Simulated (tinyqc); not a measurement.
Inside a calculation: coherent potential approximation for a binary alloy with a semi-elliptic band. Values are carried at full precision from step to step, so a last printed digit may differ when a step is redone from the rounded ones.

Site levels eA = -x d (share 1 - x) and eB = (1 - x) d (share x), so that their mean, the virtual crystal, is 0. Pure band: G0(z) = 2 (z - sqrt(z - W) sqrt(z + W))/W^2 with principal roots, density -Im G/pi per site. The medium has a self-energy S(z), G = G0(z - S), z = E + i eta. t_i = (e_i - S)/(1 - (e_i - S) G); the CPA demands <t> = (1 - x) tA + x tB = 0. Iteration: start at S = 0, set S(new) = S + <t>/(1 + <t> G), stop when |<t>| < 1e-9 eV.

Constants: hbar = 6.58211957e-16 eV s.

Values chosen for the exercise: W = 4 eV (half width of the pure band); x = 0.14 (fraction of B); d = 1.86 eV (eB - eA); eta = 0.08 eV (broadening); E = -0.92 eV (energy).

## First step: the average t-matrix

With S = 0 form G, tA, tB, <t> and the new S.

eA, eB (eV): [-0.2604, 1.5996]

G = -0.11264-0.47670i 1/eV

tA, tB (eV): [-0.2640-0.0338i, 0.9562-0.6178i]

<t> = -0.0931-0.1155i eV
S after one step = -0.1044-0.1146i eV

## The self-consistent medium

Iterate.

Iterations:
```
i             S (eV)           G (1/eV)  |<t>| (eV)
0            0.00000  -0.11264-0.47670i       0.148
1  -0.10436-0.11464i  -0.09689-0.46579i     0.00441
2  -0.10710-0.11120i  -0.09666-0.46627i    0.000122
3  -0.10700-0.11114i  -0.09667-0.46628i    3.39e-06
4  -0.10699-0.11114i  -0.09667-0.46628i    9.41e-08
5  -0.10700-0.11114i  -0.09667-0.46628i    2.61e-09
6  -0.10700-0.11114i  -0.09667-0.46628i    7.25e-11
```

S = -0.10700-0.11114i eV
G = -0.09667-0.46628i 1/eV

Converged at i = 6. The first step gave -0.1044-0.1146i eV.

## Densities on A and B, and the lifetime

G_i = G/(1 - (e_i - S) G); densities -Im G_i/pi; their weighted sum must be -Im G/pi. Lifetime hbar/(2 |Im S|), which has a meaning only while |Im S| is small against W. Weak-scattering value of S: x (1 - x) d^2 G.

densities (1/eV): on A 0.1605, on B 0.0743, weighted sum 0.1484, medium 0.1484

lifetime = 2.96 fs
weak-scattering S = -0.0403-0.1942i eV

An A site carries the larger density here, by a factor 2.16; the weak-scattering value is 69 % from S.

## Checks

- Weighted sum of the partial densities against the density of the medium: both 0.14842.

Computed by tinyqc, a small Python program: `OMP_NUM_THREADS=1 python tinyqc.py 1481530 1481531 out.jsonl` (the numbers bound the seed that draws the inputs); one thread of a shared host (Intel(R) Xeon(R) Processor @ 2.30GHz), about 0.01 s for the whole set of steps.
